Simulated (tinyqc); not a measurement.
# Changing the temperature T

Model: three-phonon processes in a diatomic chain: dispersion, energy and momentum conservation, and decay channels of optical phonons. Computed by tinyqc, a small Python program. Command: `OMP_NUM_THREADS=1 python tinyqc.py 3120460 3120461 out.jsonl threeph sweep`. One thread of a shared host (Intel(R) Xeon(R) Processor @ 2.30GHz), about 0.01 s of CPU time with the checks.

Cell length a, two atoms, one spring constant. x = q a/pi runs from -1 to 1; A and O are the acoustic and optical branches. Matrix elements are not computed: only conservation laws and occupation factors are followed.

Inputs (values chosen for the exercise, for a model chain): light mass m = 12 u; heavy mass M = 13.3 u; spring constant k = 4.6 eV/angstrom^2; zero-temperature width Gamma_0 = 1.4 1/cm.

Constants: nu for 1 eV/(angstrom^2 u) = 15.6333042 THz; h x 1 THz = 4.135667696 meV; k_B = 8.617333262e-05 eV/K; c = 299792458 m/s.

Method:
- omega^2 = k (1/m + 1/M) -/+ k sqrt((1/m + 1/M)^2 - 4 sin^2(pi x/2)/(m M)); nu = 15.6333042 THz x sqrt(omega^2) for eV/(angstrom^2 u).
- Acoustic top sqrt(2 k/M), optical bottom sqrt(2 k/m), optical top sqrt(2 k (1/m + 1/M)).
- O(0) -> A(x) + A(-x) needs nu_A(x) = nu_O(0)/2, which gives sin^2(pi x/2) = (3/16)(m + M)^2/(m M). Full width at half maximum Gamma = Gamma_0 (1 + 2 n), n = 1/(exp(h nu_A/(k_B T)) - 1); lifetime = 1/(2 pi c Gamma).

One run for each value:
```
temperature T (K)  width Gamma (1/cm)  occupation n  lifetime (ps)
20                              1.400     1.454e-10          3.792
33                              1.400     1.091e-06          3.792
93                              1.422     7.722e-03          3.734
150                             1.544     5.129e-02          3.439
260                             1.994     2.123e-01          2.662
430                             2.899     5.354e-01          1.831
720                             4.596     1.141e+00          1.155
1200                            7.505     2.180e+00          0.707
```

Give the missing row, temperature T (K) = 56.

Computed row:
```
temperature T (K)  width Gamma (1/cm)  occupation n  lifetime (ps)
56                              1.401     3.067e-04          3.790
```

Interpolating between the two neighbouring rows (the first column on a logarithmic scale, the others too where they are positive) misses most in occupation n, by 67 %. Over the rows, width Gamma (1/cm) rises from 1.40 to 7.50; occupation n rises from 1.45e-10 to 2.18 (exponent d ln y / d ln x 18 between the first rows and 1.3 between the last); lifetime (ps) falls from 3.79 to 0.707. At the high end the exponent of width Gamma is 0.96, close to 1: the classical limit, n = k_B T/(h nu). At the low end the exponent of width Gamma is 0.00, close to 0: spontaneous decay alone.

Extremes, crossings and ranges named in words are read from the listed rows.
